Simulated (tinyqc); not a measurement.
# A spin-degenerate level with charging energy between two leads, rate equations, step by step

Program tinyqc, `OMP_NUM_THREADS=1 python tinyqc.py 2780115 2780116 out.jsonl`; Intel Xeon 2.30GHz, shared host, one thread, about 0.01 s. Printed values are rounded.

States 0, up, down and 2 with energies 0, e1 - Ez/2, e1 + Ez/2 and 2 e1 + U. mu_L = +V/2, mu_R = -V/2 (meV), f(x) = 1/(1 + exp(x/kB T)). A transition that adds one electron of given spin at the energy E has the rate G f(E - mu) from each lead, and its reverse G [1 - f(E - mu)]. I counts electrons leaving the left lead, times q.

Inputs (values chosen for the exercise):
```
symbol  value  unit                                 meaning
U         9.4   meV  charging energy of the second electron
e1      -5.63   meV                                   level
GL       0.93  1/ns            tunnel rate to the left lead
GR       0.62  1/ns           tunnel rate to the right lead
T         5.5     K                             temperature
V         3.8    mV                                    bias
Ez        1.3   meV                        Zeeman splitting
```

Constants: q = 1.602176634e-19 C, kB = 1.380649e-23 J/K, Vt = kB T/q. Results are converted to the units shown.

Range of the model: Rate equations need hbar G well below kB T; cotunnelling and the Kondo effect are left out.

## Transition energies and Fermi factors

Transition energies: 0-up e1 - Ez/2, 0-down e1 + Ez/2, up-2 e1 + U + Ez/2, down-2 e1 + U - Ez/2.

```
transition    E (meV)        fL         fR
0-up        -6.280000  1.000000  0.9999031
0-down      -4.980000  1.000000  0.9984966
up-2         4.420000  0.004884  0.0000016
down-2       3.120000  0.070824  0.0000251
```

## Rate matrix

dp/dt = W p; W_ji is the rate from state i to j, and each column sums to zero.

W (1/ns):
```
              0         up       down          2
0     -3.099007   0.000060   0.000933   0.000000
up     1.549940  -0.004603   0.000000   1.545457
down   1.549067   0.000000  -0.066815   1.484118
2      0.000000   0.004543   0.065882  -3.029575
```

## Steady state and current

Steady state: W p = 0 with sum p = 1. I = q GL sum over transitions i-j of [fL p_i - (1 - fL) p_j].

p: 0 0.0000368, up 0.9353054, down 0.0619091, 2 0.0027488
mean number of electrons = 1.002712
I = 0.5567337 pA

In units of q GL GR/(GL + GR) = 59.6 pA the current is 0.00934; two independent spin channels fully inside the bias window would give 2.
